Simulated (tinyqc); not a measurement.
Lossy on-chip transmission line with skin effect: two steps of the calculation.

A uniform line in a homogeneous dielectric: c = sqrt(er)/(c0 Z0), l = Z0 sqrt(er)/c0 (c0 = 299792458 m/s), g = w c td, w = 2 pi f. The resistance joins its limits as r = sqrt(r_dc^2 + r_hf^2), with r_dc = rho/(wd th), r_hf = kr rho/(2 delta (wd + th)), delta = sqrt(rho/(pi f mu0)), mu0 = 4 pi 1e-7 H/m; this is an interpolation, and internal inductance, up to 0.05 nH/mm at low frequency, is neglected.

Inputs (values chosen for the exercise):

| symbol | value | unit | meaning |
|---|---|---|---|
| wd | 0.62 | um | width of the strip |
| th | 0.62 | um | thickness of the strip |
| rho | 2.2 | uohm cm | resistivity |
| er | 2.7 |  | relative permittivity |
| td | 0.005 |  | loss tangent |
| Z0 | 50 | ohm | lossless impedance sqrt(l/c) |
| kr | 2 |  | factor for crowding and the return path |
| len | 0.76 | mm | length |
| f | 4.9 | GHz | frequency |

Task 1. Line constants. delta, r_dc, r_hf, r, l, c and g as defined.

Find: delta; r_dc; r_hf; r; l; c; g.

Result 1.

delta = 1.0664 um
r_dc = 57.232 ohm/mm
r_hf = 16.637 ohm/mm
r = 59.601 ohm/mm
l = 0.27405 nH/mm
c = 109.62 pF/m
g = 0.016875 S/m

r is 1.04 times r_dc; the skin depth is 1.72 of the thickness.

Task 2. Propagation constant and impedance. gamma = sqrt((r + i w l)(g + i w c)) = alpha + i beta, Zc = sqrt((r + i w l)/(g + i w c)), roots with positive real part; loss 8.685889638 alpha in dB; phase velocity w/beta.

r = 59.601072 ohm/mm
l = 0.27405087 nH/mm
c = 109.62035 pF/m
g = 0.016874741 S/m

Give: gamma len; Zc; loss; phase velocity over c0; r/(w l).

Result 2.

gamma len = 0.2253+0.2581i
Zc = 101.1-87.3i ohm
loss = 2.574 dB/mm
phase velocity over c0 = 0.3024
r/(w l) = 7.064

r exceeds w l, so the line behaves mainly as an RC line at this frequency.

Computed by the program tinyqc: `OMP_NUM_THREADS=1 python tinyqc.py 2810186 2810187 out.jsonl`, one thread of a shared Intel Xeon 2.30GHz, about 0.01 s for the whole run.
